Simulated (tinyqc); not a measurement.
Energy and delay of logic against supply voltage: two steps of the calculation.

One expression serves below and above threshold: I(Vg) = Ik [ln(1 + exp((Vg - VT + dd V)/(al nf Vt)))]^al, with I_on = I(V) and I_off = I(0). Gate delay td = kd C V/I_on, clock period LD td. Per gate and cycle the switching energy is act C V^2 and the leakage energy I_off V LD td. No short-circuit current, no variation. Minima are sought above 0.09 V; below a few Vt gates no longer switch and the model has no meaning.

Inputs (values chosen for the exercise); values of the order met in logic technologies:
- T = 300 K (temperature)
- VT = 0.18 V (threshold voltage at zero drain bias)
- nf = 1.22 (slope factor)
- dd = 0.07 (barrier lowering per volt of supply)
- Ik = 0.33 uA (specific current of a gate)
- al = 1.78 (exponent of the current law)
- C = 1.1 fF (load capacitance of a gate)
- kd = 0.9 (delay factor)
- LD = 20 (logic depth)
- act = 0.1 (activity factor)
- V = 0.71 V (supply voltage)

Constants: q = 1.602176634e-19 C, kB = 1.380649e-23 J/K, Vt = kB T/q. Results are converted to the units shown.

Question 1. Currents, delay and energies. I_on, I_off, td, clock frequency 1/(LD td), both energies and their sum.

Give: I_on; I_off; td; clock frequency; switching energy; leakage energy; energy.

Answer 1.

I_on = 21.053 uA
I_off = 4.8732 nA
td = 33.387 ps
clock frequency = 1.4976 GHz
switching energy = 55.451 aJ
leakage energy = 2.3104 aJ
energy = 57.761 aJ

I_on/I_off = 4320; leakage makes up 4.00 % of the energy.

Question 2. New V. Minimum-energy supply: E(V) is the energy per gate and cycle; with h = 0.001 V, E' = (E(V + h) - E(V - h))/(2 h), E'' = (E(V - h) - 2 E(V) + E(V + h))/h^2, V(new) = V - E'/E''.

V at the start = 0.16 V

Give: E'; E''; V after iteration 1.

Answer 2.

E' = -22.482 aJ/V
E'' = 950.82 aJ/V^2
V after iteration 1 = 0.18365 V

tinyqc, about 0.01 s, one thread, Intel Xeon 2.30GHz (shared host): `OMP_NUM_THREADS=1 python tinyqc.py 2082187 2082188 out.jsonl`
